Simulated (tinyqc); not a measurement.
Regular and subregular solution with a miscibility gap: one step, computed by the program tinyqc.

Per mole of mixing sites: G(x) = x (1 - x) [L0 + L1 (1 - 2x)] + R T [x ln x + (1 - x) ln(1 - x)], x the fraction of B.

Question. Spinodal at T. G' = L0 (1 - 2x) + L1 (1 - 6x + 6x^2) + R T ln[x/(1 - x)]; G'' = -2 L0 - 6 L1 (1 - 2x) + R T/[x (1 - x)]. Solve G'' = 0 on each side of x_c.

Inputs (values chosen for the exercise, for a model alloy): asymmetry L1 = 0 kJ/mol; temperature T = 487 K.

critical composition x_c = 0.5

L0 = 8.89 kJ/mol

Constants: R = 8.314462618 J/(mol K).

Give: spinodal x_s1; spinodal x_s2.

Answer.

spinodal x_s1 = 0.3508

spinodal x_s2 = 0.6492
